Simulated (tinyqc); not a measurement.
Worked calculation: lattice vibrations of a chain. One step of it, computed by the program tinyqc.

Problem. Frequencies. omega^2 are the eigenvalues; wavenumber = 521.4708 sqrt(eigenvalue) 1/cm.

D(q) (eV/(angstrom^2 u)):
```
                    1                   2
1            0.656174  0.057235+0.283520i
2  0.057235-0.283520i            0.231229
```

Give: eigenvalues; wavenumbers; weights |e|^2 of the mass-weighted modes.

Solution.

eigenvalues: 0.085  0.803

wavenumbers (1/cm): 151.9  467.2

weights |e|^2 of the mass-weighted modes:
```
        mode 1  mode 2
atom 1   0.204   0.796
atom 2   0.796   0.204
```
